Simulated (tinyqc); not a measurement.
Berg model of reactive sputtering of a nitride or oxide: poisoning, hysteresis and pumping speed: one step, computed by the program tinyqc.

A diatomic gas reacts with bare metal on the target and on the collecting surfaces; ions remove metal and compound from the target. theta_t and theta_c are the compound fractions.

Problem. Critical pumping speed. Ion flux j = J/e; gas flux F = P/sqrt(2 pi M k_B T). Target: (2/z) alpha F (1 - theta_t) = j Y_c theta_t. Sputtered flows F_c = j Y_c theta_t A_t, F_m = j Y_m (1 - theta_t) A_t. Collector: (2/z) alpha F (1 - theta_c) A_c + F_c (1 - theta_c) = F_m theta_c. Gas use Q = alpha F [(1 - theta_t) A_t + (1 - theta_c) A_c] + P S/(k_B T); 1 sccm = 4.4780e17 molecules/s. Rate R = F_m + F_c, given relative to j Y_m A_t. P is a single-valued function of the flow Q only if dQ/dP > 0 everywhere: S must exceed k_B T times the steepest fall of the surface terms with P.

Inputs (values chosen for the exercise, close to those used for titanium dioxide):
```
quantity                         value     unit
ion current density J               34  mA/cm^2
target area A_t                    180     cm^2
collecting area A_c               1300     cm^2
metal yield Y_m                    0.5        -
compound yield Y_c               0.034        -
sticking coefficient alpha        0.19        -
reactive atoms per metal atom z      2        -
gas mass M                          32        u
pumping speed S                     74      l/s
gas temperature T                  300        K
```

Constants: e = 1.602176634e-19 C; u = 1.6605390666e-27 kg; k_B = 1.380649e-23 J/K.

Give: pressure of the steepest fall; critical pumping speed.

Solution.

pressure of the steepest fall = 0.0398 Pa

critical pumping speed = 164 l/s

S is 0.45 times the critical value: the flow curve is S-shaped and flow control shows hysteresis.
